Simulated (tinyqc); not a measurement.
Bias-temperature instability, empirical power law with universal recovery: lifetime against voltage.

Threshold-voltage shift at the end of a stress: dV = A (V/V0)^g exp[-(Ea q/kB)(1/T - 1/T0)] (t/1 s)^n. After a delay tr the permanent share pp stays and the rest falls by r = 1/(1 + B (tr/t)^be). An empirical model: its parameters are fits, not properties.

The lifetime solves dV = dc; ten years are 3.15576e8 s.

Inputs (values chosen for the exercise):
- V0 = 1.7 V (reference stress voltage)
- T0 = 398 K (reference temperature)
- A = 4.1 mV (shift after 1 s at V0 and T0)
- n = 0.23 (time exponent)
- g = 3.1 (voltage exponent)
- Ea = 0.14 eV (apparent activation energy of the shift)
- T = 398 K (use temperature)
- dc = 50 mV (failure criterion)

Constants: q = 1.602176634e-19 C, kB = 1.380649e-23 J/K. Results are converted to the units shown.

Lifetime against voltage:
```
V (V),shift after ten years (mV),lifetime (years)
0.6,14.64,2088
0.76,30.46,86.28
0.91,53.24,7.613
1.07,87.96,0.8579
1.23,135.5,0.1311
1.39,197.9,0.02523
1.54,272.0,0.006339
1.7,369.5,0.001673
```

The shift goes as V^3.1 and the lifetime as V^(-13.5): 5 % more voltage adds 16.3 % to the shift and divides the lifetime by 1.93. 2 of the 8 rows pass ten years. For V = 0.6 the lifetime is a formal extrapolation far beyond any test.

Numbers from tinyqc (`OMP_NUM_THREADS=1 python tinyqc.py 2070044 2070045 out.jsonl`; about 0.01 s on one thread of a shared Intel Xeon 2.30GHz).
